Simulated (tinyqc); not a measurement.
What moves the results: two-band k.p model of the Delta valleys near the X point under shear strain. A value that a table varies takes the place of the one given here.

Valley pair on the [001] axis, kz counted from the X point, c = hbar^2/2m0, k0 = kx0 2 pi/a. H = (c kz^2/ml + c (kx^2 + ky^2)/mt + c k0^2/ml) 1 + (2 c k0 kz/ml) sigma_z + (D exy - 2 c kx ky/Mp) sigma_x, so E = c kz^2/ml + c (kx^2 + ky^2)/mt + c k0^2/ml -/+ sqrt((2 c k0 kz/ml)^2 + (D exy - 2 c kx ky/Mp)^2). Without strain the lower band has its minima, E = 0, at kz = +/- k0. Shifts from diagonal strain are left out.

For |eta| < 1: k_min = k0 sqrt(1 - eta^2), E_min = -Delta eta^2/2, ml(eta) = ml/(1 - eta^2), 1/m[110] = 1/mt + eta/Mp, 1/m[1-10] = 1/mt - eta/Mp. For |eta| > 1 the minimum sits at X: E_min = -Delta (2 |eta| - 1)/2, ml(eta) = ml/(1 - 1/|eta|), and eta is replaced by its sign in the transverse masses. Here Delta = 2 c k0^2/ml and eta = D exy/Delta.

s11 = (C11 + C12)/((C11 - C12)(C11 + 2 C12)), s12 = -C12/((C11 - C12)(C11 + 2 C12)), s44 = 1/C44; exx = s11 sxx + s12 (syy + szz) and cyclic, exy = s44 sxy/2; tension is positive. A uniaxial stress X along the unit vector n is s_ij = X n_i n_j.

Constants: hbar^2/2m0 = 3.80998211 eV angstrom^2; kB = 8.617333262e-05 eV/K.

Values chosen for the exercise (near those of Si; shifted at random, so the results belong to these values and not to a real crystal): a = 5.42 angstrom (lattice constant); ml = 0.903 m0 (longitudinal mass); mt = 0.19 m0 (transverse mass); kx0 = 0.155 2 pi/a (distance of the minimum from X); D = 13.8 eV (shear deformation potential); Mp = 0.238 m0 (coupling mass); C11 = 164.1 GPa; C12 = 64.7 GPa; C44 = 79 GPa; Xu = 8.96 eV (uniaxial potential); T = 400 K (temperature); exy = 0.0061 (shear strain).

## Sweep of the shear strain

Delta = 2 c k0^2/ml, eta = D exy/Delta.

The minimum:

| exy | eta | k_min/k0 | E_min (meV) | ml(eta) | m[110] | m[1-10] | density-of-states mass |
|---|---|---|---|---|---|---|---|
| 0.0000 | 0.000 | 1.000 | 0.0 | 0.903 | 0.1900 | 0.1900 | 0.319 |
| 0.0020 | 0.101 | 0.995 | -1.4 | 0.912 | 0.1758 | 0.2067 | 0.321 |
| 0.0049 | 0.248 | 0.969 | -8.4 | 0.962 | 0.1586 | 0.2369 | 0.331 |
| 0.0099 | 0.501 | 0.865 | -34.3 | 1.206 | 0.1357 | 0.3168 | 0.373 |
| 0.0148 | 0.750 | 0.662 | -76.6 | 2.061 | 0.1189 | 0.4732 | 0.488 |
| 0.0178 | 0.902 | 0.433 | -110.7 | 4.825 | 0.1105 | 0.6780 | 0.712 |
| 0.0237 | 1.200 | 0.000 | -190.8 | 5.408 | 0.1057 | 0.9421 | 0.813 |
| 0.0316 | 1.601 | 0.000 | -299.9 | 2.407 | 0.1057 | 0.9421 | 0.621 |

What does this show?

The valleys reach X at eta = 1, that is exy = 0.0197. The shift is quadratic up to eta = 1 (-8.4 meV at eta = 0.25, -34.3 meV at 0.50) and linear beyond, while 1/m[110] rises linearly, taking m[110] from 0.190 to its floor 0.1057, a gain of 80 % in 1/m. ml(eta) diverges at eta = 1; the largest value listed is 5.41. A deformation-potential model with fixed masses misses all of this.

## Tension along [110]: repopulation and mass change

The z valleys move against the x and y valleys by Xu (ezz - exx) and, through the shear, by E_min. Share of the z valleys n = w/(w + 2 exp(dE/kT)), dE the total relative shift, w = sqrt(ml(eta) m[110] m[1-10]/(ml mt^2)). Along [110]: 1/m_c = n/m[110] + (1 - n)(1/ml + 1/mt)/2. Fixed masses means E_min = 0, w = 1, m[110] = mt. Gains are against 3/(1/ml + 2/mt) at a fixed scattering time.

Results:

| X (GPa) | Xu (ezz - exx) (meV) | E_min (meV) | m[110] | m_c fixed masses | m_c with shear | gain fixed (%) | gain with shear (%) |
|---|---|---|---|---|---|---|---|
| 0.00 | 0.0 | 0.0 | 0.1900 | 0.2579 | 0.2579 | 0.0 | 0.0 |
| 0.25 | -11.3 | -0.2 | 0.1841 | 0.2478 | 0.2434 | 4.1 | 6.0 |
| 0.50 | -22.5 | -0.9 | 0.1786 | 0.2379 | 0.2279 | 8.4 | 13.1 |
| 1.00 | -45.1 | -3.5 | 0.1684 | 0.2206 | 0.1982 | 16.9 | 30.1 |
| 1.50 | -67.6 | -7.9 | 0.1594 | 0.2080 | 0.1745 | 24.0 | 47.8 |
| 2.00 | -90.1 | -14.0 | 0.1513 | 0.2001 | 0.1580 | 28.9 | 63.2 |
| 3.00 | -135.2 | -31.5 | 0.1373 | 0.1929 | 0.1383 | 33.7 | 86.5 |

What can be read from the table?

At 1 GPa repopulation alone gives 16.9 % and the shear terms raise it to 30.1 %. From 2 to 3 GPa the fixed-mass gain grows by 4.8 points, towards its ceiling of 35.7 % when all electrons sit in the z valleys, whereas the gain with shear grows by 23.3 points because m[110] keeps falling.

## What each parameter does

Delta = 2 c k0^2/ml, eta = D exy/Delta. Each row changes one parameter from the base and keeps the others.

Results:

| case | eta | E_min (meV) | ml(eta) (m0) | m[110] (m0) | m[1-10] (m0) |
|---|---|---|---|---|---|
| base | 0.3090 | -13.00 | 0.9983 | 0.1524 | 0.2522 |
| ml = 0.96621 m0 | 0.3306 | -13.91 | 1.0848 | 0.1503 | 0.2581 |
| mt = 0.1767 m0 | 0.3090 | -13.00 | 0.9983 | 0.1437 | 0.2293 |
| kx0 = 0.16585 2 pi/a | 0.2699 | -11.36 | 0.9739 | 0.1563 | 0.2422 |
| D = 14.766 eV | 0.3306 | -14.89 | 1.0138 | 0.1503 | 0.2581 |
| Mp = 0.22134 m0 | 0.3090 | -13.00 | 0.9983 | 0.1502 | 0.2586 |
| exy = 0.00653 | 0.3308 | -14.90 | 1.0139 | 0.1503 | 0.2582 |

How do the results move?

The largest shifts from the base row, up to three for each result and ties (the steps differ in size, so this ranks the rows, not the parameters). eta: kx0 -0.0391, exy +0.0218, ml +0.0216, D +0.0216; unchanged at the printed digits by mt and Mp. E_min (meV): exy -1.90, D -1.88, kx0 +1.65; unchanged at the printed digits by mt and Mp. ml(eta) (m0): ml +0.0865, kx0 -0.0244, exy +0.0156; unchanged at the printed digits by mt and Mp. m[110] (m0): mt -0.0087, kx0 +0.0039, Mp -0.0022. m[1-10] (m0): mt -0.0229, kx0 -0.0100, Mp +0.0064.

Computed by tinyqc, a small Python program: `OMP_NUM_THREADS=1 python tinyqc.py 1080069 1080070 out.jsonl` (the numbers bound the seed that draws the inputs); one thread of a shared host (Intel(R) Xeon(R) Processor @ 2.30GHz), about 0.01 s for the whole set of steps.
